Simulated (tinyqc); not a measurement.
Sensitivity of the reflectance: thin-film optics by transfer matrices.

Indices N = n + i k. Snell: N0 sin(theta) = N_j sin(theta_j), with Im(N_j cos theta_j) >= 0. Admittance y_j = N_j cos theta_j for s and N_j/cos theta_j for p. Phase delta_j = 2 pi N_j cos theta_j d_j/lambda. Layer matrix [[cos delta, -i sin delta/y], [-i y sin delta, cos delta]], multiplied from the top down to M. (B, C) = M (1, y_sub); r = (y0 B - C)/(y0 B + C), R = |r|^2, T = 4 Re y0 Re y_sub/|y0 B + C|^2, absorbed in the films 1 - R - T.

Inputs chosen for the exercise (indices near those of resist on W; not measured data): lam = 193 nm (vacuum wavelength); n0 = 1 (ambient index); n = (1.682, 1.318) (n of resist, substrate); k = (0.021, 2.963) (k in the same order); d = (284) nm (thicknesses, top first); theta = 0 degrees (angle of incidence).

R for both polarisations.

Results for these values:
```
case     R_s     R_p     T_s
base  0.4073  0.4073  0.2594
```

What happens to each result for lam = 198 nm, all else kept?

Answer: R_s rises from 0.4073 to 0.4250; R_p rises from 0.4073 to 0.4250; T_s falls from 0.2594 to 0.2527.

The same for each parameter in turn:
```
case                   R_s     R_p     T_s
base                0.4073  0.4073  0.2594
d = (289) nm        0.3532  0.3532  0.2815
n = (1.716, 1.318)  0.3472  0.3472  0.2891
k = (0.021, 3.269)  0.4332  0.4332  0.2306
lam = 198 nm        0.4250  0.4250  0.2527
theta = 5 degrees   0.4108  0.4083  0.2573
```

Program tinyqc; command `OMP_NUM_THREADS=1 python tinyqc.py 1681505 1681506 out.jsonl`; about 0.01 s on one thread of a shared Intel(R) Xeon(R) Processor @ 2.30GHz.
